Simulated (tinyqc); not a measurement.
Finite square well with mass mismatch (envelope functions), step by step. Values are carried at full precision from step to step, so a last printed digit may differ when a step is redone from the rounded ones.

A square well of width L and depth V0, mass mw inside and mb outside, energies from the bottom of the well, c = hbar^2/2m0. k = sqrt(mw E/c), kappa = sqrt(mb (V0 - E)/c). psi and psi'/m are continuous at the walls (BenDaniel-Duke), so level n solves k L + 2 atan[(k/mw)/(kappa/mb)] = n pi.

Constants: hbar^2/2m0 = 3.80998211 eV angstrom^2.

Values chosen for the exercise (near those of a strained Si well in SiGe; the results hold for these values, not for the real material):
```
symbol   value  unit      meaning
L        37     angstrom  well width
V0       0.178  eV        barrier height
mw       0.936  m0        mass in the well
mb       0.973  m0        mass in the barrier
alpha_w  0.5    1/eV      non-parabolicity in the well
alpha_b  0.53   1/eV      non-parabolicity in the barrier
```

## How many levels are bound

At E = V0 the arctangent equals pi/2, so level n is bound if k0 L > (n - 1) pi with k0 = sqrt(mw V0/c). Compare with the infinitely deep well, E1(hard) = c (pi/L)^2/mw.

k0 = 0.20912 1/angstrom
k0 L/pi = 2.4629
number of bound levels = 3
E1(hard) = 0.0293 eV

The count does not depend on mb. One more level binds at L = 45.1 angstrom.

## The lowest level by bisection

f(E) = k L + 2 atan[(k/mw)/(kappa/mb)] - pi rises with E. Twelve halvings of [0, V0]: keep the half in which f changes sign.

Bisection:
```
step  low (eV)  high (eV)  midpoint (eV)        k    kappa        f
1      0.00000    0.17800        0.08900  0.14787  0.15076   3.9197
2      0.00000    0.08900        0.04450  0.10456  0.18464   1.7911
3      0.00000    0.04450        0.02225  0.07393  0.19944   0.3296
4      0.00000    0.02225        0.01112  0.05228  0.20644  -0.6924
5      0.01112    0.02225        0.01669  0.06403  0.20297  -0.1388
6      0.01669    0.02225        0.01947  0.06916  0.20121   0.1036
7      0.01669    0.01947        0.01808  0.06664  0.20209  -0.0153
8      0.01808    0.01947        0.01877  0.06791  0.20165   0.0447
9      0.01808    0.01877        0.01843  0.06728  0.20187   0.0148
10     0.01808    0.01843        0.01825  0.06696  0.20198  -0.0002
11     0.01825    0.01843        0.01834  0.06712  0.20193   0.0073
12     0.01825    0.01834        0.01830  0.06704  0.20195   0.0036
```

After twelve halvings the bracket is V0/4096 = 0.043 meV wide.

## Bound levels

Solve the condition for each n (six at most). With A = cos(kL/2) for even and sin(kL/2) for odd levels, the probability in the barriers is Pb = (A^2/kappa)/(A^2/kappa + L/2 +/- sin(kL)/(2k)), + for even.

Levels:
```
n  parity  E (eV)  k (1/angstrom)  kappa (1/angstrom)      Pb
1    even  0.0183         0.06697             0.20198  0.0223
2     odd  0.0712         0.13228             0.16513  0.1004
3    even  0.1495         0.19167             0.08525  0.3272
```

The lowest level lies at 62 % of the infinite-well value and decays into the barrier over 1/kappa = 5.0 angstrom.

## Mass in the plane and density of states

To first order in the in-plane energy, 1/m_par = (1 - Pb)/mw + Pb/mb for each subband. Each adds a step D = m_par/(2 pi c) to the density of states per area (spin included, one valley); 1/angstrom^2 = 1e16/cm^2.

Subbands:
```
n  m_par (m0)  D (1e13/(eV cm^2))
1      0.9368              39.133
2      0.9396              39.250
3      0.9478              39.592
```

The mass is taken as isotropic here; the valleys of Si are not, and in the plane they have mt, about 0.19 m0, so their real steps are about five times smaller.

## Levels with energy-dependent masses

Non-parabolic bands: mw is replaced by mw (1 + alpha_w E) and mb by mb (1 - alpha_b (V0 - E)), in k, kappa and the matching condition alike.

Solve the same condition with the energy-dependent masses, and list the shift from the parabolic levels that exist in both.

Levels:
```
n  E (eV)  mass inside  mass outside  shift (meV)
1  0.0185       0.9446        0.8907          0.2
2  0.0704       0.9689        0.9175         -0.9
3  0.1440       1.0034        0.9555         -5.5
```

Level 1 moves by +0.2 meV and level 3 by -5.5 meV. The lighter mass deep in the barrier hardens the wall for low levels; the heavier mass in the well wins higher up.

## Checks

- Lowest level by finite differences (200 cells across the well) against the matching condition, eV: both 0.0183.

(tinyqc, `OMP_NUM_THREADS=1 python tinyqc.py 1252230 1252231 out.jsonl`, Intel(R) Xeon(R) Processor @ 2.30GHz, 1 thread, shared host, about 0.01 s.)
